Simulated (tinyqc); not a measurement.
Kramers turnover: harmonic transition-state theory with quantum, tunnelling and friction corrections. Computed by tinyqc, a small Python program. Command: `OMP_NUM_THREADS=1 python tinyqc.py 3013293 3013294 out.jsonl rates walk`. One thread of a shared host (Intel(R) Xeon(R) Processor @ 2.30GHz), about 0.01 s of CPU time with the checks.

One atom hops between equivalent sites; three modes at the minimum and two real modes at the saddle are treated as harmonic, the rest of the crystal as unchanged; melting is ignored, so hot rows may lie above the melting point.

Inputs (values chosen for the exercise, modelled on interstitial hydrogen in silicon): barrier E_b = 0.486 eV; imaginary frequency at the saddle nu_b = 23.8 THz; temperature T = 421 K.

Lattice of sites: three-dimensional. Correction studied: friction.

Constants: k_B = 8.617333262e-05 eV/K.

Method. Kramers: spatial-diffusion factor kappa_s = sqrt(1 + y^2) - y with y = gamma/(2 omega_b); weak-friction (energy-diffusion) estimate kappa_e = Delta/2 with Delta = (16/3)(gamma/omega_b) E_b/(k_B T), the energy lost in one round trip of a well at the barrier energy of a symmetric quartic double well, over k_B T (half of the escaping atoms fall back); bridge 1/kappa = 1/kappa_s + 1/kappa_e. omega_b = 2 pi nu_b; rate with friction = kappa k_cl.

Transmission:

| gamma/omega_b | kappa_s | kappa_e | kappa |
|---|---|---|---|
| 0.001 | 0.99950 | 3.5723e-02 | 0.03449 |
| 0.003 | 0.99850 | 1.0717e-01 | 0.09678 |
| 0.01 | 0.99501 | 3.5723e-01 | 0.26286 |
| 0.03 | 0.98511 | 1.0717e+00 | 0.51329 |
| 0.1 | 0.95125 | 3.5723e+00 | 0.75121 |
| 0.3 | 0.86119 | 1.0717e+01 | 0.79713 |
| 1 | 0.61803 | 3.5723e+01 | 0.60752 |
| 3 | 0.30278 | 1.0717e+02 | 0.30192 |
| 10 | 0.09902 | 3.5723e+02 | 0.09899 |
| 30 | 0.03330 | 1.0717e+03 | 0.03330 |

What does the comparison show, and why?

kappa peaks at 0.80 near gamma/omega_b = 0.3 among these rows. Below, too little energy reaches the atom and the rate grows with friction; above, recrossings cut it, as omega_b/gamma in the end (0.0333 against 0.0333). Transition-state theory, kappa = 1, is the upper bound. Caution: the simple bridge underestimates kappa near the turnover by some ten per cent and can shift the peak to higher friction; long jumps on a lattice are ignored.

Extremes, crossings and ranges named in words are read from the listed rows.
